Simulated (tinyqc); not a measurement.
The C-V curve with and without traps: MOS capacitor with interface traps: C-V stretch-out, conductance peak and subthreshold swing. Computed by tinyqc, a small Python program. Command: `OMP_NUM_THREADS=1 python tinyqc.py 3017605 3017606 out.jsonl mostraps walk`. One thread of a shared host (Intel(R) Xeon(R) Processor @ 2.30GHz), about 0.01 s of CPU time with the checks.

Energies at the interface are counted from the valence band. psi > 0 means bending towards depletion, so the surface potential is -psi. Boltzmann statistics, full ionisation, no quantum confinement. Traps are neutral when filled up to E_n, with a sharp (zero-temperature) occupation.

Inputs (values chosen for the exercise, modelled on germanium, with an insulator like Si3N4):
```
quantity                           value         unit
gap E_g                            0.662           eV
electron mass m_e                  0.222          m_0
valleys M_c                            4            -
hole mass m_h                      0.336          m_0
dielectric constant eps_s           15.8            -
doping N                         1.3e+16        cm^-3
insulator constant eps_ox           7.29            -
insulator thickness t_ox              23           nm
work-function difference phi_ms    -0.44            V
fixed charge N_f                 4.7e+10        cm^-2
trap density D_0                   6e+11  cm^-2 eV^-1
neutrality level E_n               0.309           eV
temperature T                        300            K
```

Substrate: n-type. Trap spectrum: flat.

Constants: m_0 = 9.1093837015e-31 kg; k_B = 1.380649e-23 J/K; h = 6.62607015e-34 J s; k_B = 8.617333262e-05 eV/K; eps_0 = 8.8541878128e-12 F/m; e = 1.602176634e-19 C.

Method:
- N_c = 2 M_c (2 pi m_e k_B T/h^2)^(3/2) and N_v = 2 (2 pi m_h k_B T/h^2)^(3/2), masses in units of m_0.
- n_i = sqrt(N_c N_v) exp(-E_g/2 k_B T); E_F = E_g - k_B T ln(N_c/N); phi_B = (k_B T/e) ln(N/n_i); L_D = sqrt(eps_s eps_0 k_B T/(e^2 N)); C_ox = eps_ox eps_0/t_ox.
- With u = psi/k_B T and r = (n_i/N)^2: F = sqrt(exp(-u) + u - 1 + r (exp(u) - u - 1)); Q_s = +sign(u) sqrt(2) eps_s eps_0 (k_B T/e) F/L_D; C_s = (eps_s eps_0/(sqrt(2) L_D)) |1 - exp(-u) + r (exp(u) - 1)|/F; at high frequency, below strong inversion, the terms in r are dropped.
- D(E) = D_0.
- E_F at the interface is E_s = E_F - psi; Q_it = -e int from E_n to E_s of D(E) dE; C_it = e D(E_s) (per volt); V_G = phi_ms - psi - (Q_s + Q_it + e N_f)/C_ox.
- C/C_ox = 1/(1 + C_ox/(C_s + C_it)) at low frequency; without traps C_it = Q_it = 0; the high-frequency column uses C_s(HF) alone.

k_B T = 0.0258520 eV

phi_B = 0.167827 V

n_i = 1.97045e+13 cm^-3

Debye length L_D = 41.6700 nm

bulk E_F = 0.488944 eV

C_ox = 0.280639 microF/cm^2

Along the curve:
```
psi (V)  E_s (eV)  V_G (V)  V_G, no traps (V)  C_LF/C_ox  C_LF/C_ox, no traps  C_HF/C_ox  D (cm^-2 eV^-1)
-0.0646   0.55354  -0.1897           -0.27345    0.78027              0.76239    0.76239         6.00e+11
0.0129    0.47604  -0.4368           -0.49398    0.57674              0.50497    0.50497         6.00e+11
0.0503    0.43864  -0.5184           -0.56277    0.50919              0.41000    0.41000         6.00e+11
0.0979    0.39104  -0.6099           -0.63804    0.45528              0.33032    0.33031         6.00e+11
0.1450    0.34394  -0.6938           -0.70577    0.42369              0.28194    0.28183         6.00e+11
0.1930    0.29594  -0.7756           -0.77108    0.40343              0.25020    0.24951         6.00e+11
0.2410    0.24794  -0.8551           -0.83420    0.39129              0.23093    0.22672         6.00e+11
0.2880    0.20094  -0.9322           -0.89519    0.39315              0.23390    0.20988         6.00e+11
0.3360    0.15294  -1.0140           -0.96059    0.44895              0.32074    0.19628         6.00e+11
```

What follows from these numbers?

The same range of bending takes 0.824 V with traps and 0.687 V without: a stretch-out of 20.0 %. The minimum of C_LF/C_ox among these rows rises from 0.231 to 0.391. Fixed charge shifts both curves rigidly by -0.027 V, while the shift from trap charge changes sign where E_s passes E_n.

Extremes, crossings and ranges named in words are read from the listed rows.
